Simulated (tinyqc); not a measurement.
# Worked calculation: resistance of a tapered via with liner, size effect and interface

tinyqc, about 0.01 s, one thread, Intel Xeon 2.30GHz (shared host): `OMP_NUM_THREADS=1 python tinyqc.py 2750055 2750056 out.jsonl` Printed values are rounded.

A round via whose diameter grows from db at the bottom as D(z) = db + 2 z/tan(ang). The fill, of diameter D - 2 tl, starts above the bottom liner (thickness fb tl) and has rho = rho0 (1 + ks lam/(D - 2 tl)); the sidewall liner conducts in parallel with it. The bottom liner and the interface are crossed over the full area pi db^2/4. Spreading in the lines above and below is left out.

Parameters, values chosen for the exercise; fill metal close to copper:
- db = 25 nm (diameter at the bottom)
- hv = 87 nm (height)
- ang = 87 degrees (sidewall angle)
- rho0 = 1.72 uohm cm (bulk resistivity of the fill)
- lam = 40.9 nm (mean free path of the fill)
- ks = 1 (size-effect factor)
- tl = 2 nm (liner on the sidewall)
- fb = 1 (liner at the bottom over that on the sidewall)
- rl = 310 uohm cm (resistivity of the liner)
- ri = 6.7e-13 ohm cm^2 (interface resistivity at the bottom)
- Sb = 1.1e15 S/m^2 (ballistic conductance per area, about 3/(4 rho0 lam))

## Slices of the via

Slices between z0 = fb tl and hv, evaluated at their midpoints: conductance per length pi/4 [(D - 2 tl)^2/rho + (D^2 - (D - 2 tl)^2)/rl], slice resistance = slice height over that. 10 slices.

| slice | z (nm) | D (nm) | rho (uohm cm) | slice resistance (ohm) |
|---|---|---|---|---|
| 0 | 6.25 | 25.6551 | 4.96857 | 1.13930 |
| 1 | 14.75 | 26.5460 | 4.84019 | 1.02433 |
| 2 | 23.25 | 27.4370 | 4.72158 | 0.925061 |
| 3 | 31.75 | 28.3279 | 4.61166 | 0.838850 |
| 4 | 40.25 | 29.2188 | 4.50950 | 0.763573 |
| 5 | 48.75 | 30.1098 | 4.41432 | 0.697512 |
| 6 | 57.25 | 31.0007 | 4.32541 | 0.639268 |
| 7 | 65.75 | 31.8916 | 4.24219 | 0.587690 |
| 8 | 74.25 | 32.7826 | 4.16412 | 0.541830 |
| 9 | 82.75 | 33.6735 | 4.09074 | 0.500896 |

## Total resistance

R_fill = sum of the slices; R_bottom = rl fb tl/(pi db^2/4); R_interface = ri/(pi db^2/4); ballistic (Sharvin) limit 1/(Sb pi (db - 2 tl)^2/4); ideal cylinder rho0 hv/(pi db^2/4).

parts (ohm): fill 7.65831, bottom liner 12.6305, interface 0.136491
R = 20.4253 ohm
shares (%): fill 37.4942, bottom liner 61.8376, interface 0.6682
ballistic limit = 2.62470 ohm
ideal cylinder = 3.04844 ohm

The bottom liner is the largest part, and R is 6.70 times the ideal cylinder. With 2000 slices R = 20.429 ohm.
